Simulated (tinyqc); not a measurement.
Dielectric confinement in a thin film (image charges): sweeps and comparisons. A value that a table varies takes the place of the one given here.

A film |z| < t/2 of dielectric constant eps between half-spaces of dielectric constant e2; lam = (eps - e2)/(eps + e2), q = e^2/(4 pi eps0). The self-energy of a band edge is taken with the high-frequency value, e2 = eh, and the field of a fixed ion with the static one, e2 = eo. A charge at z has images lam^|n| at n t + (-1)^n z. Its self-energy is S(z) = (q/2 eps) sum over n >= 1 of lam^n [1/(n t - 2z) + 1/(n t + 2z)] for odd n and 2 lam^n/(n t) for even n; at the centre S(0) = -(q/(eps t)) ln(1 - lam).

Donor at the centre, lam from the static eo, trial function cos(pi z/t) exp(-rho/l): E(l) = c/(m l^2) - (q/eps) times the integral over k of F(k t) (1 + (k l/2)^2)^(-3/2), with F(x) = F0 + 2 lam exp(-x) G/(1 - lam exp(-x)), F0 = 2[(1 - exp(-x/2))/x + x (1 + exp(-x/2))/(x^2 + 4 pi^2)], G = 2 sinh(x/2)[1/x - x/(x^2 + 4 pi^2)]; c = hbar^2/2m0. The binding energy is -E at the minimum, counted from the subband edge with its self-energy.

Constants: e^2/(4 pi eps0) = 14.39964547 eV angstrom; hbar^2/2m0 = 3.80998211 eV angstrom^2; Ry = 13.60569312 eV.

Values chosen for the exercise (near those of a Si (100) film, two-fold valleys, between layers of Al2O3; shifted at random, so the results belong to these values and not to a real crystal):

| symbol | value | unit | meaning |
|---|---|---|---|
| eps | 12 |  | dielectric constant of the film |
| eh | 3.1 |  | high-frequency dielectric constant outside |
| eo | 8.7 |  | static dielectric constant outside |
| m | 0.188 | m0 | mass in the plane |
| mz | 0.909 | m0 | mass across the film |
| ts | (12, 18, 26, 38, 55, 80, 120) | angstrom | thicknesses |
| t | 62 | angstrom | film thickness |

## Thinning the film

<S> is the mean over (2/t) cos^2(pi z/t); confinement c (pi/t)^2/mz; donor binding with and without images.

Results:

| t (angstrom) | <S> (meV) | confinement (meV) | binding, no images (meV) | binding (meV) | l (angstrom) |
|---|---|---|---|---|---|
| 12 | 102.0 | 287.3 | 54.0 | 74.9 | 19.9 |
| 18 | 68.0 | 127.7 | 49.3 | 65.4 | 22.0 |
| 26 | 47.1 | 61.2 | 44.6 | 56.9 | 24.3 |
| 38 | 32.2 | 28.6 | 39.4 | 48.6 | 27.2 |
| 55 | 22.3 | 13.7 | 34.4 | 41.1 | 30.5 |
| 80 | 15.3 | 6.5 | 29.4 | 34.2 | 34.7 |
| 120 | 10.2 | 2.9 | 24.3 | 27.6 | 40.2 |

Between 120 and 12 angstrom the binding goes from 27.6 to 74.9 meV; quantum confinement alone would take it from 24.3 to 54.0, so the images supply +3.3 and +20.9 meV. |<S>| goes as 1/t and exceeds the confinement energy beyond 34 angstrom. For t well above a* = 34 angstrom the separable trial function underbinds, which affects the last rows.

## Choice of the surrounding dielectric

The same film between different dielectrics; in this table one value e2 serves for both eo and eh.

Results:

| case | lam | <S> (meV) | binding (meV) | l (angstrom) |
|---|---|---|---|---|
| e2 = 1 | 0.846 | 39.9 | 101.5 | 29.2 |
| e2 = 2.5 | 0.655 | 23.4 | 71.2 | 29.9 |
| e2 = 3.9 | 0.509 | 16.0 | 58.2 | 30.5 |
| e2 = 7.5 | 0.231 | 6.1 | 42.0 | 31.5 |
| e2 = 16 | -0.143 | -3.2 | 28.2 | 33.0 |
| e2 = 25 | -0.351 | -7.3 | 22.5 | 33.9 |
| e2 = 80 | -0.739 | -13.9 | 14.2 | 35.8 |

The binding spans a factor 7.1, from 101 meV in vacuum to 14.2 meV for e2 = 80; going from 3.9 to 25 changes it by -35.7 meV and the band edge by -23.3 meV, so the binding responds 1.53 times as much as the edge (for an orbit much smaller than t the binding would change by twice the change of S(0), -39.2 meV; here l/t = 0.49 for e2 = 3.9).

## What each parameter does

<S> is the mean over (2/t) cos^2(pi z/t). Each row changes one parameter from the base and keeps the others.

Results:

| case | lam from eh | <S> (meV) | binding (meV) | l (angstrom) |
|---|---|---|---|---|
| base | 0.589 | 19.7 | 38.8 | 31.8 |
| t = 72 angstrom | 0.589 | 17.0 | 36.1 | 33.4 |
| eps = 10.8 | 0.554 | 20.0 | 43.2 | 29.8 |
| eo = 12.2 | 0.589 | 19.7 | 32.5 | 32.4 |
| eh = 4 | 0.500 | 15.5 | 38.8 | 31.8 |
| m = 0.226 m0 | 0.589 | 19.7 | 42.6 | 28.1 |

The largest shifts from the base row, up to three for each result and ties (the steps differ in size, so this ranks the rows, not the parameters). lam from eh: eh -0.089, eps -0.035; unchanged at the printed digits by t, eo and m. <S> (meV): eh -4.2, t -2.7, eps +0.2; unchanged at the printed digits by eo and m. binding (meV): eo -6.4, eps +4.3, m +3.8; unchanged at the printed digits by eh. l (angstrom): m -3.6, eps -2.0, t +1.7; unchanged at the printed digits by eh.

Program tinyqc; command `OMP_NUM_THREADS=1 python tinyqc.py 1250670 1250671 out.jsonl`; about 0.03 s on one thread of a shared Intel(R) Xeon(R) Processor @ 2.30GHz.
